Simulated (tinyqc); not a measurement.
Space-charge-limited current through a thin insulating or semi-insulating film with traps: one step, computed by the program tinyqc.

One ohmic injecting contact at x = 0 (field zero), drift only, non-degenerate free carriers.

Question. Equilibrium and landmark voltages. Free density n_0 = N_c exp(-E_0/k_B T) in equilibrium; trapped density n_t(n) = N_t/(1 + n_1/n), n_1 = N_c exp(-E_t/k_B T). theta = n/(n + n_t) at the anode density; trap-filled-limit voltage V_TFL = e (N_t - n_t(n_0)) d^2/(2 eps eps_0).

Inputs (values chosen for the exercise, modelled on Si3N4):
```
quantity                                            value    unit
permittivity eps                                      7.5       -
effective density of states N_c                   9.7e+19  1/cm^3
trap density N_t                                  3.1e+14  1/cm^3
equilibrium Fermi level below the band edge, E_0     0.82      eV
thickness d                                          2700      nm
free density at the anode, in units of N_c        0.00024       -
temperature T                                         350       K
trap level E_t below the band edge                   0.36      eV
```

Traps: single level.

Constants: k_B = 8.617333262e-05 eV/K; e = 1.602176634e-19 C; eps_0 = 8.8541878128e-12 F/m.

Give: n_0; n_t(n_0); theta; V_TFL.

Answer.

n_0 = 1.511e+08 1/cm^3

n_t(n_0) = 7.373e+07 1/cm^3

theta = 0.9872

V_TFL = 2.726 V
